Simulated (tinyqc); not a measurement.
Worked calculation: RKS/BLYP in the 6-31g basis, for H2, spin multiplicity 1. One step of it, computed by the program tinyqc.

Task: Iteration 1: building the Kohn-Sham matrix. J_ij = sum D_kl (ij|kl); F = H + J + V_xc; E = tr D H + tr D J / 2 + E_xc + E_nn.

D at the start, lower triangle:
```
,1H 1s,1H 2s,2H 1s,2H 2s
1H 1s,0.380529
1H 2s,0.609093,0.974944
2H 1s,-0.282675,-0.452463,0.209984
2H 2s,-0.980090,-1.568779,0.728056,2.524317
```

core Hamiltonian H = T + V (hartree), lower triangle:
```
,1H 1s,1H 2s,2H 1s,2H 2s
1H 1s,-0.820002
1H 2s,-0.845770,-0.875909
2H 1s,-0.538714,-0.632168,-0.820002
2H 2s,-0.632168,-0.760782,-0.845770,-0.875909
```

Two-electron integrals (ij|kl) in chemists' order, unique and non-zero (hartree):
```
i,j,k,l,(ij|kl)
1,1,1,1,1.076566
2,1,1,1,0.578470
2,1,2,1,0.329423
2,2,1,1,0.587396
2,2,2,1,0.361304
2,2,2,2,0.453150
3,1,1,1,0.245421
3,1,2,1,0.142213
3,1,2,2,0.159462
3,1,3,1,0.081845
3,2,1,1,0.263463
3,2,2,1,0.163023
3,2,2,2,0.204377
3,2,3,1,0.100954
3,2,3,2,0.143141
3,3,1,1,0.549484
3,3,2,1,0.349207
3,3,2,2,0.455620
3,3,3,1,0.245421
3,3,3,2,0.373793
3,3,3,3,1.076566
4,1,1,1,0.373793
4,1,2,1,0.214033
4,1,2,2,0.236789
4,1,3,1,0.100954
4,1,3,2,0.118875
4,1,3,3,0.263463
4,1,4,1,0.143141
4,2,1,1,0.425444
4,2,2,1,0.263924
4,2,2,2,0.337423
4,2,3,1,0.132167
4,2,3,2,0.180682
4,2,3,3,0.425444
4,2,4,1,0.180682
4,2,4,2,0.273006
4,3,1,1,0.349207
4,3,2,1,0.220563
4,3,2,2,0.288467
4,3,3,1,0.142213
4,3,3,2,0.214033
4,3,3,3,0.578470
4,3,4,1,0.163023
4,3,4,2,0.263924
4,3,4,3,0.329423
4,4,1,1,0.455620
4,4,2,1,0.288467
4,4,2,2,0.386968
4,4,3,1,0.159462
4,4,3,2,0.236789
4,4,3,3,0.587396
4,4,4,1,0.204377
4,4,4,2,0.337423
4,4,4,3,0.361304
4,4,4,4,0.453150
```

nuclear repulsion = 0.56415481 hartree

V_xc (hartree), lower triangle:
```
,1H 1s,1H 2s,2H 1s,2H 2s
1H 1s,-0.585255
1H 2s,-0.345992,-0.344344
2H 1s,-0.215648,-0.249595,-0.579705
2H 2s,-0.257225,-0.298194,-0.346670,-0.370950
```

E_xc = sum of w rho eps_xc = -0.59236308 hartree

Give: Coulomb J; Kohn-Sham matrix F; total energy of this density.

Result:

Coulomb J (hartree), lower triangle:
```
,1H 1s,1H 2s,2H 1s,2H 2s
1H 1s,1.0163
1H 2s,0.6208,0.8001
2H 1s,0.3330,0.4995,1.3016
2H 2s,0.4303,0.6888,0.7743,0.9317
```

Kohn-Sham matrix F (hartree), lower triangle:
```
,1H 1s,1H 2s,2H 1s,2H 2s
1H 1s,-0.3890
1H 2s,-0.5710,-0.4202
2H 1s,-0.4213,-0.3823,-0.0981
2H 2s,-0.4591,-0.3702,-0.4182,-0.3152
```

total energy of this density = -0.321192 hartree
